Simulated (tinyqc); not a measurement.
Coherent transport through a tight-binding region between two chains, step by step. One step of it, computed by the program tinyqc.

Problem. Transmission at E = -0.91 eV. Surface Green function g = (E - i sqrt(4 t^2 - E^2)) / (2 t^2); self-energy tc^2 g on each contact site; G = (E - H - Sigma)^(-1); Gamma = -2 Im Sigma; T = Gamma_L Gamma_R |G_LR|^2; local density of states -Im G_ii / pi.

H of the central region (eV):
```
,1,2,3
1,0.000000,-0.370000,0.000000
2,-0.370000,1.150000,-2.430000
3,0.000000,-2.430000,0.000000
```

Leads: semi-infinite chains with site energy 0:
```
parameter,value
lead hopping t (eV),2.170000
coupling to the left lead (eV),1.260000
coupling to the right lead (eV),0.520000
left contact site,1
right contact site,3
```

E = -0.910000 eV

Give: g; G; local density of states; transmission.

Solution.

g = -0.0966-0.4506i 1/eV

G (1/eV):
```
,1,2,3
1,-0.6907-0.6339i,0.0647+0.0392i,0.1600+0.1297i
2,0.0647+0.0392i,0.2080-0.0450i,0.5780-0.0441i
3,0.1600+0.1297i,0.5780-0.0441i,0.4656-0.0572i
```

local density of states (1/eV): 0.2018  0.0143  0.0182

transmission = 0.0148
